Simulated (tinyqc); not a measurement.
# Well width from the intersubband spacing

Inverse problem. In an empty well of width L and depth Vb, level k solves kw L/2 = (k - 1) pi/2 + arctan(sqrt((mw/mb)(Vb - E)/E)) with kw = sqrt(mw E/C), C = hbar^2/(2 m0). Find L, E1 and E2 from the spacing.

Values chosen for this exercise; material values those of a made-up well:
```
symbol  value  unit                       meaning
mw      0.083    m0      mass along z in the well
mb      0.113    m0  mass along z in the barriers
Vb      0.215    eV                barrier height
```

Constants: q = 1.602176634e-19 C, hbar = 1.054571817e-34 J s, m0 = 9.1093837015e-31 kg, hbar^2/(2 m0) = 0.0380998212 eV nm^2. Results are converted to the units shown.

E2 - E1 = 58.602840 meV

Solution. Both levels are solved for trial widths until their difference matches. A second level is bound only for L above 4.59 nm, and over that range one width gives this spacing.

L = 11.70 nm
E1 = 19.80 meV
E2 = 78.40 meV

Computed by the program tinyqc: `OMP_NUM_THREADS=1 python tinyqc.py 2140153 2140154 out.jsonl`, one thread of a shared Intel Xeon 2.30GHz, about 0.2 s for the whole run.
